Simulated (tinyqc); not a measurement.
Input admittance of a MOSFET at zero drain bias: distributed channel and distributed gate: input impedance against frequency.

Source and drain grounded, strong inversion, w = 2 pi f, Cox = eps0 eox/tox. The channel is an RC line of resistance 1/(mu Cox Vo) per square fed from both ends, so one finger has the intrinsic admittance y = i w Cox L tanh(g)/g per width, g = (1/2) sqrt(i w tau), tau = L^2/(mu Vo). The vertical resistance rv/L is in series with y, the overlaps 2 i w Cov in parallel: y_t = 1/(1/y + rv/L) + 2 i w Cov. The gate strip is a line of Rsh/L per length loaded by y_t, so a finger has Y = y_t Wf tanh(k)/k, k = (Wf/sd) sqrt(y_t Rsh/L); the device has Nf Y.

Low-frequency limits, with c = Cox L and ct = c + 2 Cov: R_strip = Rsh Wf/(3 sd^2 L Nf), R_ch = (c/ct)^2 L/(12 mu Cox Vo Wf Nf), R_vert = (c/ct)^2 rv/(L Wf Nf), C = ct Wf Nf. Z = 1/(Nf Y) = R + 1/(i w C), Q = |Im Z|/R, far-point signal |1/cosh k|.

Inputs (values chosen for the exercise); values of the order met in silicon radio-frequency transistors:
- eox = 3.9 (relative permittivity of the gate insulator (close to silicon dioxide))
- tox = 2.4 nm (insulator thickness)
- L = 0.58 um (channel length)
- Wf = 5.4 um (finger width)
- Nf = 32 (number of fingers)
- mu = 260 cm^2/(V s) (channel mobility)
- Vo = 0.79 V (gate overdrive)
- Rsh = 4.3 ohm/square (sheet resistance of the gate)
- rv = 12 ohm um^2 (vertical resistivity of the gate stack)
- sd = 1 (number of ends at which a finger is contacted)
- Cov = 0.16 fF/um (overlap and fringe capacitance on each side)

Constants: eps0 = 8.8541878128e-14 F/cm where lengths are in cm. Results are converted to the units shown.

The same in every row: low-frequency R (ohm) = 1.406.

Input impedance against frequency:
```
f (GHz)    w tau      |k|  R (ohm)  C (fF)       Q  signal at the far point
0.3      0.03087  0.05942    1.406    1497   252.0                    1.000
0.6      0.06174  0.08404    1.406    1497   126.0                    1.000
2         0.2058   0.1534    1.406    1497   37.81                   0.9997
4         0.4116   0.2169    1.406    1497   18.91                   0.9989
9         0.9261   0.3247    1.405    1495   8.418                   0.9947
20         2.058   0.4795    1.403    1485   3.820                   0.9755
50         5.145   0.7186    1.388    1428   1.607                   0.8902
100        10.29   0.8969    1.347    1271  0.9300                   0.7790
300        30.87    1.114    1.121   739.4  0.6398                   0.6531
```

Read the table: what changes, and by how much?

R falls from 1.41 to 1.12 ohm and C falls from 1500 to 739 fF. Q goes as f^(-1.00) between the first two rows and f^(-0.34) between the last two, where w tau = 30.9 and |k| = 1.11. The low-frequency limits hold both R and C within 5 % up to f = 50 GHz among the rows.

tinyqc, about 0.01 s, one thread, Intel Xeon 2.30GHz (shared host): `OMP_NUM_THREADS=1 python tinyqc.py 2262147 2262148 out.jsonl`
